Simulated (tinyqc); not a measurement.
Plane-wave Kohn-Sham cycle with exchange-only LDA in a layered model solid, step by step. Computed by tinyqc, a small Python program that keeps every step. Settings: points = 16, plane-wave index or count = 2, electrons = 4, k points = 2, area = 28.0, mixing = 0.8, iteration cap = 58. Command: `OMP_NUM_THREADS=1 python tinyqc.py 27482 27483 out.jsonl` (the two numbers bound the seeds that draw the settings). One thread of a shared host (Intel(R) Xeon(R) Processor @ 2.60GHz), about 0.01 s of CPU time with the checks.

A solid whose potential varies along x alone (atomic units):
```
parameter                      value
period a                    7.000000
cross-section of the cell  28.000000
electrons per cell                 4
grid points                       16
plane waves -n..n, n               2
k points                           2
V1 in V1 cos(2 pi x/a)     -0.520000
V2 in V2 cos(4 pi x/a)     -0.210000
```

Stop when sqrt(dV sum R^2) is below 1e-8, dV = a A/N.

Course of the cycle:
```
iteration  E (hartree)  norm of the residual
1          -0.65992780              1.25e-01
2          -0.59642478              2.36e-02
3          -0.59626101              3.49e-03
4          -0.59626428              7.91e-04
5          -0.59626445              1.64e-04
6          -0.59626445              3.47e-05
7          -0.59626445              7.32e-06
8          -0.59626445              1.55e-06
9          -0.59626445              3.26e-07
10         -0.59626445              6.88e-08
11         -0.59626445              1.45e-08
12         -0.59626445              3.07e-09
```

Can the last value be used, and what does the course show?

Yes. Converged in 12 iterations. Before convergence this energy mixes input and output and is not variational, so it may rise towards its limit.
